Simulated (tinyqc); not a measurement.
# Polarisation charge from two barrier thicknesses

Problem. Voff = phiB - dEc - q sigma d/(eps0 eb). Find sigma, phiB - dEc and the thickness at which Voff = 0.

Constants: q = 1.602176634e-19 C, eps0 = 8.8541878128e-14 F/cm where lengths are in cm. Results are converted to the units shown.

Voff at d = 14 and 26 nm (V): [-2.7467882, -5.7304925]
eb = 9.1074000

Answer. Voff is a straight line in d: its slope is -q sigma/(eps0 eb) and its intercept phiB - dEc.

sigma = 1.251e13 cm^-2
phiB - dEc = 0.7342 V
thickness for Voff = 0 = 2.953 nm

Computed by the program tinyqc: `OMP_NUM_THREADS=1 python tinyqc.py 2180073 2180074 out.jsonl`, one thread of a shared Intel Xeon 2.30GHz, about 0.01 s for the whole run.
